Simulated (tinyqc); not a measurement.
Telling the models apart: thermal, flicker and telegraph noise of a field-effect transistor. Computed by tinyqc, a small Python program. Command: `OMP_NUM_THREADS=1 python tinyqc.py 3005056 3005057 out.jsonl noise walk`. One thread of a shared host (Intel(R) Xeon(R) Processor @ 2.30GHz), about 0.01 s of CPU time with the checks.

Strong inversion, threshold roll-off and channel-length modulation left out; noise sources are uncorrelated and are given as one-sided spectral densities. The drain voltage is 50 mV.

Inputs (values chosen for the exercise, modelled on a silicon n-channel):

| quantity | value | unit |
|---|---|---|
| width W | 14 | micrometre |
| length L | 410 | nm |
| electrical oxide thickness t | 4.9 | nm |
| mobility mu | 150 | cm^2/(V s) |
| oxide trap density N_t | 2.6e+18 | 1/(eV cm^3) |
| oxide barrier phi | 2.8 | eV |
| oxide mass m_ox | 0.32 | m_0 |
| Hooge parameter alpha_H | 1.8e-05 | - |
| frequency f | 40000 | Hz |
| temperature T | 400 | K |

Operating region: linear. Flicker model: Hooge.

Constants: eps_0 = 8.8541878128e-12 F/m; hbar = 1.054571817e-34 J s; m_0 = 9.1093837015e-31 kg; e = 1.602176634e-19 C; k_B = 8.617333262e-05 eV/K.

Method. C_ox = 3.9 eps_0/t; I = mu C_ox (W/L) V_ov V_D; g_m = I/V_ov; g_d0 = I/V_D. Tunnelling length lambda = hbar/(2 sqrt(2 m_ox phi)); flat-band noise S_Vfb = e^2 k_B T lambda N_t/(W L C_ox^2 f). Hooge: S_I = I^2 alpha_H/(f N), N = W L C_ox V_ov/e (the source-end density).

Against the overdrive:

| V_ov (V) | I (microampere) | (g_m/I)^2 (1/V^2) | S_I/I^2 (1/Hz) | S_I/g_m^2 (V^2/Hz) |
|---|---|---|---|---|
| 0.20 | 36.10 | 25.000 | 8.9118e-15 | 3.5647e-16 |
| 0.25 | 45.12 | 16.000 | 7.1294e-15 | 4.4559e-16 |
| 0.32 | 57.75 | 9.766 | 5.5699e-15 | 5.7035e-16 |
| 0.40 | 72.19 | 6.250 | 4.4559e-15 | 7.1294e-16 |
| 0.50 | 90.24 | 4.000 | 3.5647e-15 | 8.9118e-16 |
| 0.63 | 113.70 | 2.520 | 2.8291e-15 | 1.1229e-15 |
| 0.80 | 144.38 | 1.562 | 2.2279e-15 | 1.4259e-15 |
| 1.00 | 180.48 | 1.000 | 1.7824e-15 | 1.7824e-15 |

What does the comparison show, and why?

S_I/I^2 falls as V_ov^-1.00 at first and V_ov^-1.00 at the end; (g_m/I)^2 as V_ov^-2.00 and V_ov^-2.00. S_I/I^2 follows 1/N, so the input-referred noise rises by a factor 5.00, roughly as V_ov.
